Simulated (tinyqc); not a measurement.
Minority-electron transport through the base of a bipolar transistor (Moll-Ross and Kroemer integrals): one step, computed by the program tinyqc.

Low injection, one dimension, x from the emitter edge (0) to the collector edge (W), s = x/W. Recombination is treated as a small correction (valid for tau_B well below tau_n), computed from the stored charge.

Task: Profile and built-in field. N(x) = N_0 (ratio)^(-s^2); n_i(x) = n_i; D(x) = (k_B T/e) mu, mu = mu_min + (mu_max - mu_min)/(1 + (N/N_ref)^0.7). Field that drives electrons towards the collector, averaged over the base: (k_B T/e) ln[N_0 n_i(W)^2/(N(W) n_i^2)]/W.

Inputs (values chosen for the exercise, modelled on silicon):

| quantity | value | unit |
|---|---|---|
| base doping at the emitter edge N_0 | 1.6e+19 | 1/cm^3 |
| base width W | 110 | nm |
| mu_min | 150 | cm^2/(V s) |
| mu_max | 1380 | cm^2/(V s) |
| N_ref | 9.1e+16 | 1/cm^3 |
| temperature T | 300 | K |
| doping ratio N_0/N(W) | 21 | - |

Base doping profile: Gaussian. Gap grading: none. Exit of the base: saturation velocity.

Constants: k_B = 8.617333262e-05 eV/K.

Give: Across the base; drift factor eta (potential drop in k_B T/e); mean built-in field.

Result:

Across the base:

| s | N (1/cm^3) | n_i(x)^2/n_i^2 | D (cm^2/s) | y (s/cm^5) |
|---|---|---|---|---|
| 0.0 | 1.6000e+19 | 1 | 4.7083 | 3.3982e+18 |
| 0.2 | 1.4165e+19 | 1 | 4.7801 | 2.9634e+18 |
| 0.4 | 9.8303e+18 | 1 | 5.0335 | 1.9530e+18 |
| 0.6 | 5.3471e+18 | 1 | 5.6142 | 9.5243e+17 |
| 0.8 | 2.2798e+18 | 1 | 6.8969 | 3.3056e+17 |
| 1.0 | 7.6190e+17 | 1 | 9.7382 | 7.8239e+16 |

drift factor eta (potential drop in k_B T/e) = 3.0445

mean built-in field = 7.1552 kV/cm
